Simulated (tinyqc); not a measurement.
Tail absorption against field: Franz-Keldysh effect at a direct gap.

Parabolic bands, vertical transitions, no excitons. For each hole band j: mr = me mj/(me + mj); joint density of states J_j(E) = (mr/c)^(3/2) sqrt(E - Eg)/(2 pi^2), both spins, c = hbar^2/2m0; averaged matrix element |e.p|^2 = m0 Ep/6; alpha_j(E) = 4 pi^2 alpha_f c Ep J_j/(3 nr E) in 1/angstrom (alpha_f the fine-structure constant, listed as alpha among the constants), times 1e8 for 1/cm.

In a field Fd (1 kV/cm = 1e-5 V/angstrom) the electro-optic energy of band j is th = (c (e Fd)^2/mr)^(1/3), and sqrt(E - Eg) in J_j is replaced by pi sqrt(th) [Ai'(b)^2 - b Ai(b)^2] with b = (Eg - E)/th; Ai is the Airy function.

Constants: hbar^2/2m0 = 3.80998211 eV angstrom^2; fine-structure constant alpha = 0.007297352564.

Parameters, chosen for this exercise (near those of GaAs; the results hold for these values, not for the real material): Eg = 1.396 eV (direct gap); me = 0.0645 m0 (electron mass); mhh = 0.492 m0 (heavy-hole mass); mlh = 0.0824 m0 (light-hole mass); Ep = 25 eV (Kane energy); nr = 3.53 (refractive index); det = 25 meV (detuning below the gap).

At E = Eg - det; the field takes the values listed. The last column is the length for 10 dB of loss.

Results:

| Fd (kV/cm) | th heavy (meV) | b heavy | alpha (1/cm) | length (micrometre) |
|---|---|---|---|---|
| 10 | 8.74 | 2.860 | 0.331 | 6.95e+04 |
| 20 | 13.88 | 1.801 | 10.0 | 2.30e+03 |
| 40 | 22.03 | 1.135 | 73.6 | 313 |
| 60 | 28.87 | 0.866 | 161 | 143 |
| 100 | 40.58 | 0.616 | 336 | 68.5 |
| 150 | 53.17 | 0.470 | 526 | 43.8 |
| 250 | 74.74 | 0.334 | 825 | 27.9 |
| 400 | 102.25 | 0.245 | 1.15e+03 | 20.0 |

alpha grows by 2.7 decades from 10 to 60 kV/cm and by a factor 1.40 over the last step, where the field grows by 1.6: the exponent (4/3) b^(3/2) goes as 1/Fd, so the gain is steep only while b > 1 (deep in the tail the light-hole pair, with its smaller b, carries most of it), that is up to 40 kV/cm of those listed. Values below about 10 1/cm lie under the Urbach and exciton tails of a real crystal, left out here.

tinyqc: `OMP_NUM_THREADS=1 python tinyqc.py 1682474 1682475 out.jsonl`; about 0.01 s, one thread, shared Intel(R) Xeon(R) Processor @ 2.30GHz.
